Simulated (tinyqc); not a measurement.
Worked calculation: dielectric confinement in a thin film (image charges). Values are carried at full precision from step to step, so a last printed digit may differ when a step is redone from the rounded ones.

A film |z| < t/2 of dielectric constant eps between half-spaces of dielectric constant e2; lam = (eps - e2)/(eps + e2), q = e^2/(4 pi eps0). The self-energy of a band edge is taken with the high-frequency value, e2 = eh, and the field of a fixed ion with the static one, e2 = eo. A charge at z has images lam^|n| at n t + (-1)^n z. Its self-energy is S(z) = (q/2 eps) sum over n >= 1 of lam^n [1/(n t - 2z) + 1/(n t + 2z)] for odd n and 2 lam^n/(n t) for even n; at the centre S(0) = -(q/(eps t)) ln(1 - lam).

Constants: e^2/(4 pi eps0) = 14.39964547 eV angstrom; hbar^2/2m0 = 3.80998211 eV angstrom^2; Ry = 13.60569312 eV.

Parameters, chosen for this exercise (near those of a Ge film between layers of HfO2; the results hold for these values, not for the real material):
```
symbol  value  unit      meaning
t       36     angstrom  film thickness
eps     15.8             dielectric constant of the film
eh      4                high-frequency dielectric constant outside
mz      0.117  m0        mass across the film
eo      21               static dielectric constant outside
m       0.144  m0        mass in the plane
```

## Images for a charge at the centre

Give lam, the first five terms (q/eps) lam^n/(n t), their sum and the closed form.

lam = 0.5960

terms (meV): 15.09  4.50  1.79  0.80  0.38

sum of five = 22.55 meV
S(0) = 22.94 meV

The surroundings screen less than the film, so the images repel and each band edge moves outwards: the gap changes by about 2 S = +46 meV. The static value 21 would give S(0) = -3.3 meV.

## Self-energy across the film

S at 2z/t = 0, 0.2, 0.4, 0.6, 0.8 and 0.9, summed to n = 399.

Self-energy:
```
2z/t  z (angstrom)  S (meV)
0.0            0.0    22.94
0.2            3.6    23.58
0.4            7.2    25.85
0.6           10.8    31.51
0.8           14.4    49.91
0.9           16.2    87.45
```

Towards the wall S diverges as (q lam/4 eps)/(distance), an artefact of the abrupt interface that the vanishing envelope makes harmless.

## Shift of the subband edge

First order: <S> over the envelope (2/t) cos^2(pi z/t), beside the confinement energy c (pi/t)^2/mz, c = hbar^2/2m0.

<S> = 26.27 meV
confinement energy = 247.99 meV

|<S>| is 0.11 times the confinement energy; the first goes as 1/t and the second as 1/t^2, so they are equal at t = 340 angstrom.

## Binding of a donor

Donor at the centre, lam from the static eo, trial function cos(pi z/t) exp(-rho/l): E(l) = c/(m l^2) - (q/eps) times the integral over k of F(k t) (1 + (k l/2)^2)^(-3/2), with F(x) = F0 + 2 lam exp(-x) G/(1 - lam exp(-x)), F0 = 2[(1 - exp(-x/2))/x + x (1 + exp(-x/2))/(x^2 + 4 pi^2)], G = 2 sinh(x/2)[1/x - x/(x^2 + 4 pi^2)]; c = hbar^2/2m0. The binding energy is -E at the minimum, counted from the subband edge with its self-energy.

Minimise over l with and without images (lam = 0); Ry* = Ry m/eps^2.

Donor:
```
case         l (angstrom)  binding (meV)  in Ry*
no images            41.6           20.9    2.67
with images          43.9           16.3    2.08
```

Ry* = 7.85 meV

The images change the binding by -4.6 meV, against -2 (q/(eps t)) ln(1 - lam) = -6.7 meV for an orbit much smaller than t. At 300 K the binding is 0.6 kB T.

## Checks

- S(0) from the series against the closed form, meV: both 22.94.
- F(2.3) for lam = 0.5960 from a direct sum over images against the closed form: both 0.8680.

(tinyqc, `OMP_NUM_THREADS=1 python tinyqc.py 1251760 1251761 out.jsonl`, Intel(R) Xeon(R) Processor @ 2.30GHz, 1 thread, shared host, about 0.07 s.)
